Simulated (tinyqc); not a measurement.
Plane-wave Kohn-Sham cycle with exchange-only LDA in a layered model solid, step by step. Computed by tinyqc, a small Python program that keeps every step. Settings: points = 16, plane-wave index or count = 2, electrons = 2, k points = 4, area = 18.0, mixing = 0.8, iteration cap = 68, Pulay depth = 3. Command: `OMP_NUM_THREADS=1 python tinyqc.py 23185 23186 out.jsonl` (the two numbers bound the seeds that draw the settings). One thread of a shared host (Intel(R) Xeon(R) Processor @ 2.60GHz), about 0.01 s of CPU time with the checks. Later iterations appear only in the table of the cycle.

## Iteration 1: potential

A solid whose potential varies along x alone (atomic units):
```
parameter                      value
period a                   11.000000
cross-section of the cell  18.000000
electrons per cell                 2
grid points                       16
plane waves -n..n, n               2
k points                           4
V1 in V1 cos(2 pi x/a)     -0.360000
```

density at the start, on the grid x_j = j a/N (e/bohr^3): [0.01010101, 0.01010101, 0.01010101, 0.01010101, 0.01010101, 0.01010101, 0.01010101, 0.01010101, 0.01010101, 0.01010101, 0.01010101, 0.01010101, 0.01010101, 0.01010101, 0.01010101, 0.01010101]

V_H(G) = 4 pi rho(G)/G^2 for G != 0 (uniform background); v_x = -(3 rho/pi)^(1/3); V = V_ext + V_H + v_x; Fourier components f(G_m) = (1/N) sum_j f(x_j) exp(-i G_m x_j).

Potentials on the grid (hartree):
```
x              V_ext       V_H        v_x          V
0.000000   -0.360000  0.000000  -0.212869  -0.572869
0.687500   -0.332597  0.000000  -0.212869  -0.545465
1.375000   -0.254558  0.000000  -0.212869  -0.467427
2.062500   -0.137766  0.000000  -0.212869  -0.350635
2.750000           0  0.000000  -0.212869  -0.212869
3.437500    0.137766  0.000000  -0.212869  -0.075103
4.125000    0.254558  0.000000  -0.212869   0.041690
4.812500    0.332597  0.000000  -0.212869   0.119728
5.500000    0.360000  0.000000  -0.212869   0.147131
6.187500    0.332597  0.000000  -0.212869   0.119728
6.875000    0.254558  0.000000  -0.212869   0.041690
7.562500    0.137766  0.000000  -0.212869  -0.075103
8.250000           0  0.000000  -0.212869  -0.212869
8.937500   -0.137766  0.000000  -0.212869  -0.350635
9.625000   -0.254558  0.000000  -0.212869  -0.467427
10.312500  -0.332597  0.000000  -0.212869  -0.545465
```

V(G_m), m = 0, 1, 2, ... (hartree): [-0.212869, -0.180000, 0.000000, 0.000000, 0.000000]

## Iteration 1: Hamiltonian at one k

k = 0.125000 2 pi / a

H(m,m') = (k + G_m)^2/2 delta + V(G_m - G_m'), with V(-G) = V(G).

H (hartree), order -2, -1, +0, +1, +2:
$$\begin{pmatrix}
0.360649 & -0.180000 & 0.000000 & 0.000000 & 0.000000 \\
-0.180000 & -0.087969 & -0.180000 & 0.000000 & 0.000000 \\
0.000000 & -0.180000 & -0.210320 & -0.180000 & 0.000000 \\
0.000000 & 0.000000 & -0.180000 & -0.006402 & -0.180000 \\
0.000000 & 0.000000 & 0.000000 & -0.180000 & 0.523783
\end{pmatrix}$$

## Iteration 1: levels at that k

Diagonalise the Hermitian matrix.

eigenvalues (hartree): [-0.412306, -0.110831, 0.089255, 0.430425, 0.583197]

## Iteration 1: new density

Motion across x is left out: the lowest 1 band(s) hold two electrons at each of the k points (j + 1/2)/nk - 1/2. Residual R = rho(out) - rho(in); rho(new) = rho(in) + 0.8 R. rho(out) = 2/(a A nk) sum |psi|^2 with psi = sum c exp(i G x). Harris energy E = band energy - dV sum rho (V_H/2 + v_x) + (3/4) dV sum rho v_x with rho(in), dV = a A/N, band energy = (2/nk) sum of the filled levels.

rho(out) (e/bohr^3): [0.03366128, 0.02945341, 0.01963717, 0.00984817, 0.00366433, 0.00102351, 0.00024313, 0.00007895, 0.00005756, 0.00007895, 0.00024313, 0.00102351, 0.00366433, 0.00984817, 0.01963717, 0.02945341]

density after iteration 1 (e/bohr^3): [0.02894922, 0.02558293, 0.01772994, 0.00989874, 0.00495166, 0.00283901, 0.00221470, 0.00208336, 0.00206625, 0.00208336, 0.00221470, 0.00283901, 0.00495166, 0.00989874, 0.01772994, 0.02558293]

energy per cell = -0.71728866 hartree

## Iteration 2: potential

As before.

Potentials on the grid (hartree):
```
x              V_ext        V_H        v_x          V
0.000000   -0.360000   0.526546  -0.302368  -0.135822
0.687500   -0.332597   0.472301  -0.290162  -0.150458
1.375000   -0.254558   0.328383  -0.256779  -0.182955
2.062500   -0.137766   0.139090  -0.211438  -0.210114
2.750000           0  -0.050512  -0.167845  -0.218356
3.437500    0.137766  -0.210963  -0.139437  -0.212634
4.125000    0.254558  -0.329003  -0.128360  -0.202804
4.812500    0.332597  -0.400428  -0.125770  -0.193602
5.500000    0.360000  -0.424283  -0.125425  -0.189708
6.187500    0.332597  -0.400428  -0.125770  -0.193602
6.875000    0.254558  -0.329003  -0.128360  -0.202804
7.562500    0.137766  -0.210963  -0.139437  -0.212634
8.250000           0  -0.050512  -0.167845  -0.218356
8.937500   -0.137766   0.139090  -0.211438  -0.210114
9.625000   -0.254558   0.328383  -0.256779  -0.182955
10.312500  -0.332597   0.472301  -0.290162  -0.150458
```

V(G_m), m = 0, 1, 2, ... (hartree): [-0.191711, 0.010225, 0.013904, 0.003386, 0.000580]

## Iteration 2: Hamiltonian at one k

k = 0.125000 2 pi / a

As before.

H (hartree), order -2, -1, +0, +1, +2:
$$\begin{pmatrix}
0.381807 & 0.010225 & 0.013904 & 0.003386 & 0.000580 \\
0.010225 & -0.066812 & 0.010225 & 0.013904 & 0.003386 \\
0.013904 & 0.010225 & -0.189162 & 0.010225 & 0.013904 \\
0.003386 & 0.013904 & 0.010225 & 0.014755 & 0.010225 \\
0.000580 & 0.003386 & 0.013904 & 0.010225 & 0.544941
\end{pmatrix}$$

## Iteration 2: levels at that k

As before.

eigenvalues (hartree): [-0.190938, -0.068788, 0.017392, 0.382424, 0.545439]

## Iteration 2: new density

B (overlaps of the stored error matrices):
$$\begin{pmatrix}
2.2298953e-03 & -2.2405082e-03 \\
-2.2405082e-03 & 2.2561202e-03
\end{pmatrix}$$

Motion across x is left out: the lowest 1 band(s) hold two electrons at each of the k points (j + 1/2)/nk - 1/2. Residual R = rho(out) - rho(in); rho(new) = rho(in) + 0.8 R; Pulay mixing then takes sum c_i of the stored mixed densities, with c from B_ij = sum R_i R_j as in DIIS. rho(out) = 2/(a A nk) sum |psi|^2 with psi = sum c exp(i G x). Harris energy E = band energy - dV sum rho (V_H/2 + v_x) + (3/4) dV sum rho v_x with rho(in), dV = a A/N, band energy = (2/nk) sum of the filled levels.

rho(out) (e/bohr^3): [0.00600614, 0.00643691, 0.00762535, 0.00925127, 0.01084184, 0.01198719, 0.01256075, 0.01272867, 0.01274605, 0.01272867, 0.01256075, 0.01198719, 0.01084184, 0.00925127, 0.00762535, 0.00643691]

DIIS coefficients: [0.501462, 0.498538]

density after iteration 2 (e/bohr^3): [0.01979883, 0.01794692, 0.01369992, 0.00964051, 0.00730085, 0.00648758, 0.00634102, 0.00632903, 0.00632568, 0.00632903, 0.00634102, 0.00648758, 0.00730085, 0.00964051, 0.01369992, 0.01794692]

energy per cell = -0.53452666 hartree

## Convergence

Stop when sqrt(dV sum R^2) is below 1e-8, dV = a A/N.

Course of the cycle:
```
iteration  E (hartree)  norm of the residual
1          -0.71728866              1.66e-01
2          -0.53452666              1.67e-01
3          -0.50047881              6.89e-02
4          -0.49114171              6.04e-02
5          -0.57080384              1.08e-01
6          -0.46786081              2.67e-02
7          -0.46499723              2.16e-03
8          -0.46498818              1.53e-03
9          -0.46497724              1.05e-04
10         -0.46497719              2.36e-06
11         -0.46497719              4.82e-07
12         -0.46497719              5.15e-08
13         -0.46497719              4.70e-08
14         -0.46497719              2.70e-09
```

Converged in 14 iterations. Before convergence this energy mixes input and output and is not variational, so it may rise towards its limit.
